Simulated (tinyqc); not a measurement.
Inside a calculation. Method: Hubbard ring of 5 sites. Computed by tinyqc, a small Python program that keeps every step. Settings: hopping = 0.7, U = 3.6, mixing = 1, iteration cap = 69. Command: `OMP_NUM_THREADS=1 python tinyqc.py 22349 22350 out.jsonl` (the two numbers bound the seeds that draw the settings). One thread of a shared host (Intel(R) Xeon(R) Processor @ 2.60GHz), about 0.2 s of CPU time with the checks. Later iterations appear only in the table of the cycle.

## Mean-field iteration 1

one-body matrix (hopping and site energies) (eV), order 1, 2, 3, 4, 5:
```
[[-0.8500, -0.7000, 0.0000, 0.0000, -0.7000],
 [-0.7000, -0.4500, -0.7000, 0.0000, 0.0000],
 [0.0000, -0.7000, -0.7100, -0.7000, 0.0000],
 [0.0000, 0.0000, -0.7000, 0.5600, -0.7000],
 [-0.7000, 0.0000, 0.0000, -0.7000, -0.8200]]
```

U = 3.6000 eV

electrons, up and down: [1, 1]

mixing = 1

n(up) at the start (a guess, not normalised): [0.2000, 0.2000, 0.2000, 0.2000, 0.2000]

n(down) at the start (a guess): [0.2000, 0.2000, 0.2000, 0.2000, 0.2000]

H(up) = T + U n(down), H(down) = T + U n(up); fill the lowest levels; n(new) = n + mixing (n(out) - n); E = tr T (rho up + rho down) + U sum n_up n_down of the output.

levels, up (eV): [-1.2570, -0.4377, -0.0226, 1.1898, 1.8576]

levels, down (eV): [-1.2570, -0.4377, -0.0226, 1.1898, 1.8576]

energy = -3.0645 eV

n(up) after iteration 1: [0.3461, 0.1969, 0.1443, 0.0594, 0.2534]

n(down) after iteration 1: [0.3461, 0.1969, 0.1443, 0.0594, 0.2534]

## Mean-field iteration 2

As before.

levels, up (eV): [-1.1837, -0.3838, -0.0018, 1.3605, 1.5388]

levels, down (eV): [-1.1837, -0.3838, -0.0018, 1.3605, 1.5388]

energy = -2.9414 eV

n(up) after iteration 2: [0.1512, 0.2212, 0.3370, 0.1248, 0.1658]

n(down) after iteration 2: [0.1512, 0.2212, 0.3370, 0.1248, 0.1658]

## Mean-field iteration 3

As before.

levels, up (eV): [-1.3197, -0.2616, -0.0738, 1.2062, 1.7788]

levels, down (eV): [-1.3197, -0.2616, -0.0738, 1.2062, 1.7788]

energy = -2.7806 eV

n(up) after iteration 3: [0.4227, 0.1386, 0.0557, 0.0586, 0.3245]

n(down) after iteration 3: [0.4227, 0.1386, 0.0557, 0.0586, 0.3245]

## Convergence

Each step fills the lowest levels of T + U n(other spin) and sets n(new) = n + mixing (n(out) - n); stop when output and input agree to 1e-8.

Course of the cycle:
```
iteration     E (eV)  largest |n(out) - n(in)|  mean |n_up - n_down|
1          -3.064541                  1.46e-01                0.0000
2          -2.941374                  1.95e-01                0.0000
3          -2.780577                  2.81e-01                0.0000
4          -2.242030                  4.57e-01                0.0000
5          -2.397713                  4.97e-01                0.0000
6          -1.970091                  5.30e-01                0.0000
7          -2.305718                  5.33e-01                0.0000
8          -1.964228                  5.26e-01                0.0000
9          -2.289684                  5.26e-01                0.0000
10         -1.970403                  5.23e-01                0.0000
11         -2.285795                  5.23e-01                0.0000
...              ...                       ...                   ...
59         -2.284028                  5.21e-01                0.0000
60         -1.975064                  5.21e-01                0.0000
61         -2.284028                  5.21e-01                0.0000
62         -1.975064                  5.21e-01                0.0000
63         -2.284028                  5.21e-01                0.0000
64         -1.975064                  5.21e-01                0.0000
65         -2.284028                  5.21e-01                0.0000
66         -1.975064                  5.21e-01                0.0000
67         -2.284028                  5.21e-01                0.0000
68         -1.975064                  5.21e-01                0.0000
69         -2.284028                  5.21e-01                0.0000
```

Not converged within 69 iterations: the residual has stopped falling: the iteration swings between two states. The lowest mean-field energy found from random starts is -3.32327 eV. Reruns (cap 100 unless said): mixing 0.2: converged in 55 to a higher stationary point (E = -3.14141); mixing 0.5: converged in 23 to a higher stationary point (E = -3.14141); mixing 0.9: not converged; the original settings with a cap of 400: not converged.

## Exact diagonalisation (25 states)

Lowest levels of the sector, and the double occupancy of the lowest state.

lowest levels (eV): [-3.5731, -3.1347, -2.7196, -2.4588, -2.0821, -1.9004]

double occupancy per site = 0.0080

## The lowest level by Lanczos steps

From a random start vector (not printed): a_j = <q_j|H|q_j>, b_j = norm of the remainder after orthogonalising; the Ritz value is the lowest eigenvalue of the tridiagonal matrix of a and b so far.

Lanczos:
```
j   a_j (eV)  b_j (eV)  lowest Ritz value (eV)
1    -0.0030    2.3675               -0.003005
2     0.2057    2.1283               -2.268449
3     0.2870    2.3879               -3.020942
4     1.6457    2.7108               -3.322683
5     0.8258    1.4184               -3.506799
6     0.0556    2.0302               -3.546466
7     0.7706    1.5205               -3.564120
8    -0.2430    1.4811               -3.569316
9    -0.4442    1.5520               -3.571251
10   -0.7831    1.4707               -3.572425
```
